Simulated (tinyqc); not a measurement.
# Bias-temperature instability, empirical power law with universal recovery: several studies

Threshold-voltage shift at the end of a stress: dV = A (V/V0)^g exp[-(Ea q/kB)(1/T - 1/T0)] (t/1 s)^n. After a delay tr the permanent share pp stays and the rest falls by r = 1/(1 + B (tr/t)^be). An empirical model: its parameters are fits, not properties.

Values chosen for this exercise: reference stress voltage V0 = 1.4 V; reference temperature T0 = 373 K; shift after 1 s at V0 and T0 A = 29 mV; time exponent n = 0.19; voltage exponent g = 6.7; apparent activation energy of the shift Ea = 0.15 eV; permanent share pp = 0.14; recovery scale B = 3.4; recovery dispersion be = 0.23; use voltage V = 1.08 V; use temperature T = 328 K; failure criterion dc = 50 mV; stress time ts = 1000 s.

Constants: q = 1.602176634e-19 C, kB = 1.380649e-23 J/K. Results are converted to the units shown.

Each table varies one quantity; the others keep the values above.

## Effect of the measurement delay

At V0 and T0. The apparent n comes from the measured shifts at ts/100 and ts, and the projection extends that line from ts to ten years (3.15576e8 s).

The same in every row: true shift (mV) = 1194.6.

Results:

| tr (s) | share left at ts | apparent n | projected shift (mV) |
|---|---|---|---|
| 1e-6 | 0.97581 | 0.19957 | 1315.8 |
| 1e-5 | 0.95972 | 0.20559 | 1396.6 |
| 0.001 | 0.89324 | 0.22782 | 1722.5 |
| 0.01 | 0.83316 | 0.24470 | 1989.7 |
| 0.1 | 0.75046 | 0.26361 | 2277.0 |
| 1 | 0.64762 | 0.28072 | 2440.1 |
| 10 | 0.53469 | 0.29124 | 2301.6 |

Estimate the missing row, tr = 0.0001 s.

Computed row:

| tr (s) | share left at ts | apparent n | projected shift (mV) |
|---|---|---|---|
| 0.0001 | 0.93375 | 0.21475 | 1526.1 |

With this row back in the table: The share left falls from 0.976 to 0.535 and the apparent n rises from 0.200 to 0.291. The projection is 10 % above the true ten-year shift in the first row and 93 % above it in the last: a lower start and a steeper slope work against each other.

## Lifetime against voltage

Same model as above.

The lifetime solves dV = dc; ten years are 3.15576e8 s.

Lifetime against voltage:

| V (V) | shift after ten years (mV) | lifetime (years) |
|---|---|---|
| 0.6 | 2.1564 | 1.5328e8 |
| 0.71 | 6.6611 | 4.0504e5 |
| 0.83 | 18.964 | 1644.2 |
| 0.94 | 43.659 | 20.417 |
| 1.06 | 97.648 | 0.29515 |
| 1.17 | 189.22 | 0.0090772 |
| 1.29 | 363.97 | 2.9017e-4 |
| 1.4 | 629.75 | 1.6198e-5 |

What does the comparison show?

The shift goes as V^6.7 and the lifetime as V^(-35.3): 5 % more voltage adds 38.7 % to the shift and divides the lifetime by 5.59. 4 of the 8 rows pass ten years. For V = 0.6, 0.71, 0.83 the lifetime is a formal extrapolation far beyond any test.

## Effect of the time exponent at a fixed measured point

Same model as above.

A is rescaled so that the shift at ts, V0 and T0 stays the same.

Result of one run:

| nx | A (mV) | shift after ten years (mV) | lifetime (years) |
|---|---|---|---|
| 0.15 | 38.23 | 66.69 | 1.465 |

What becomes of these results when the assumed time exponent nx is changed from 0.15 to 0.1, all else the same?

Result of the changed run:

| nx | A (mV) | shift after ten years (mV) | lifetime (years) |
|---|---|---|---|
| 0.1 | 54.00 | 35.41 | 315.0 |

The whole series:

| nx | A (mV) | shift after ten years (mV) | lifetime (years) |
|---|---|---|---|
| 0.1 | 54.00 | 35.41 | 315.0 |
| 0.125 | 45.44 | 48.60 | 12.56 |
| 0.15 | 38.23 | 66.69 | 1.465 |
| 0.175 | 32.17 | 91.53 | 0.3158 |
| 0.2 | 27.06 | 125.6 | 0.09991 |
| 0.225 | 22.77 | 172.4 | 0.04082 |
| 0.25 | 19.16 | 236.6 | 0.01995 |
| 0.275 | 16.12 | 324.7 | 0.01110 |
| 0.3 | 13.56 | 445.6 | 0.006814 |

The ten-year shift rises from 35.4 to 446 mV and the lifetime falls from 315 to 0.00681 years: an error of 0.025 in the exponent changes the shift by a factor of 1.37 over the 5.50 decades from ts to ten years.

tinyqc, about 0.01 s, one thread, Intel Xeon 2.30GHz (shared host): `OMP_NUM_THREADS=1 python tinyqc.py 2070065 2070066 out.jsonl`
